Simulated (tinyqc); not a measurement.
# Shallow acceptor in the spherical model (Baldereschi-Lipari), strong spin-orbit limit, step by step

A worked calculation. Computed by tinyqc, a small Python program that keeps every step. Command: `OMP_NUM_THREADS=1 python tinyqc.py 3004316 3004317 out.jsonl acceptor walk`. One thread of a shared host (Intel(R) Xeon(R) Processor @ 2.30GHz), about 0.01 s of CPU time with the checks. Intermediate numbers are printed to about 5 digits and carried at full precision; extremes and crossings named in words are read from the listed rows.

The 1S(3/2) state has an s envelope f(r) and a d envelope g(r). In effective units they obey -(f'' + 2f'/r + 2f/r) + mu (g'' + 5g'/r + 3g/r^2) = E f and -(g'' + 2g'/r - 6g/r^2 + 2g/r) + mu (f'' - f'/r) = E g. The cubic term, the split-off band and the central cell are left out.

Inputs (values chosen for the exercise, for a model semiconductor):
```
quantity                  value  unit
Luttinger gamma_1          15.8     -
Luttinger gamma_2         0.944     -
Luttinger gamma_3          1.65     -
dielectric constant eps    14.4     -
functions per channel n       3     -
smallest exponent zeta_1    1.1  1/a*
ratio beta of exponents     2.5     -
```

Constants: Ry = 13.605693123 eV; a_0 = 0.529177210903 angstrom.

## Effective units and couplings

Ry* = Ry/(gamma_1 eps^2), a* = a_0 eps gamma_1, mu = (6 gamma_3 + 4 gamma_2)/(5 gamma_1), delta = (gamma_3 - gamma_2)/gamma_1; spherical masses 1/(gamma_1 (1 - mu)) (heavy) and 1/(gamma_1 (1 + mu)) (light).

Ry* = 4.1528 meV

a* = 120.40 angstrom

mu = 0.17311

delta = 0.044684

heavy-hole mass = 0.076542 m_0

light-hole mass = 0.053951 m_0

## Matrices in a small basis

zeta_i = zeta_1 beta^(i-1), i = 1..n, in both channels. Basis: f_i = exp(-zeta_i r), g_i = r exp(-zeta_i r), weight r^2 dr, s = zeta_i + zeta_j. S_ff = 2/s^3, H_ff = zeta_i zeta_j S_ff - 2/s^2; S_gg = 24/s^5, H_gg = 8/s^3 + 24 zeta_i zeta_j/s^5 - 12/s^4; H(f_i, g_j) = mu (6 zeta_i^2/s^4 + 2 zeta_i/s^3); S_fg = 0. Each function is normalised by sqrt(S_ii).

H (Ry*), lower triangle (symmetric):
```
          f1       f2       f3      g1      g2      g3
f1     -0.99
f2  -0.60848   2.0625
f3  -0.13531   6.8455   33.516
g1   0.30234  0.70084  0.88914  1.7233
g2   0.41413   1.8896   4.3802  3.6371  14.896
g3   0.35052   2.5883   11.810  3.8652  27.078  103.41
```

S, lower triangle (symmetric):
```
        f1      f2      f3      g1      g2      g3
f1  1.0000
f2  0.7376  1.0000
f3  0.3280  0.7376  1.0000
g1  0.0000  0.0000  0.0000  1.0000
g2  0.0000  0.0000  0.0000  0.6021  1.0000
g3  0.0000  0.0000  0.0000  0.1560  0.6021  1.0000
```

## Lowest level in the small basis

H c = E S c with c^T S c = 1 and the largest component positive; the d weight is the part of the norm in g.

E = -1.0260 Ry*

coefficients: f1 1.0210, f2 -0.0397, f3 0.0049, g1 -0.1183, g2 0.0106, g3 -0.0012

d weight = 0.012634

## Converged levels

Large basis: zeta_i = 0.08 x 1.55^(i-1), i = 1..20 in each channel; overlap eigenvalues below 1e-11 are dropped. Binding energies are -E Ry*; the mass that fits is E(1S) eps^2/Ry.

1S(3/2) binding in Ry* = 1.0277

1S(3/2) binding energy = 4.2680 meV

2S(3/2) binding energy = 1.0827 meV

d weight of 1S(3/2) = 0.012734

Hydrogenic mass that fits = 0.065047 m_0

The small basis recovers 99.8 % of the binding. The ratio 2S/1S is 0.254 against the hydrogenic 0.25. The fitted mass is 85 % of the heavy-hole mass.

## One mass for the acceptor?

Hydrogenic binding Ry m/eps^2; the density-of-states mass is (m_H^(3/2) + m_L^(3/2))^(2/3); errors are against the large basis.

1S binding energy:
```
mass                     value (m_0)  binding (meV)  error (%)
light hole                   0.05395         3.5400    -17.058
1/gamma_1                    0.06329         4.1528     -2.700
mean of heavy and light      0.06525         4.2811      0.306
heavy hole                   0.07654         5.0222     17.670
density of states            0.10435         6.8467     60.419
```

The coupled result, 4.27 meV, lies between the 1/gamma_1 value (no coupling) and the heavy-hole value; the closest single rule here is "mean of heavy and light", off by +0.3 %.

## Binding against mu

The formulas are those given above.

1S(3/2):
```
mu     binding (Ry*)    d weight  binding x (1 - mu)
0.052         1.0024  1.1443e-03             0.95031
0.100         1.0091  4.2365e-03             0.90817
0.170         1.0267  1.2278e-02             0.85219
0.500         1.2985  1.0979e-01             0.64927
0.800         2.5802  2.9828e-01             0.51604
0.900         4.7683  3.8818e-01             0.47683
0.950         9.1447  4.4002e-01             0.45723
```

The binding grows from 1.002 to 9.14 Ry*, slowly at first (second order in mu), while the d weight rises to 0.44. The last column, the binding in units of the heavy-hole Rydberg, falls to 0.457, towards about 0.44 as mu tends to 1.

Checks made by the program: mu = 0 against hydrogen, 1 and 1/4 (relative difference 4e-06); the coupling element from the adjoint operator (relative difference below 1e-10).
